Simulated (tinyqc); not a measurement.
Worked calculation: extended Hueckel theory, for H4. One step of it, computed by the program tinyqc.

Task: Mulliken analysis. P = C n C^T; charge = valence electrons (H 1) minus the sum of (P S)_ii on the atom; overlap population = 2 sum P_ij S_ij between two atoms.

coefficients:
```
            MO1        MO2        MO3        MO4
1H 1s  0.278267   0.586554   0.792277  -0.681299
2H 1s  0.402977   0.298909  -0.547090   1.336921
3H 1s  0.402977  -0.298909  -0.547090  -1.336921
4H 1s  0.278267  -0.586554   0.792277   0.681299
```

occupations: 2.000000  2.000000  0.000000  0.000000

overlap S, lower triangle:
```
          1H 1s     2H 1s     3H 1s     4H 1s
1H 1s  1.000000
2H 1s  0.549759  1.000000
3H 1s  0.172878  0.585869  1.000000
4H 1s  0.038370  0.172878  0.549759  1.000000
```

Give: charges; Overlap populations.

Result:

charges: 1H -0.1167, 2H 0.1167, 3H 0.1167, 4H -0.1167

Overlap populations:

| pair | value |
|---|---|
| 2-1 | 0.632139 |
| 3-1 | -0.043698 |
| 3-2 | 0.171176 |
| 4-1 | -0.040920 |
| 4-2 | -0.043698 |
| 4-3 | 0.632139 |
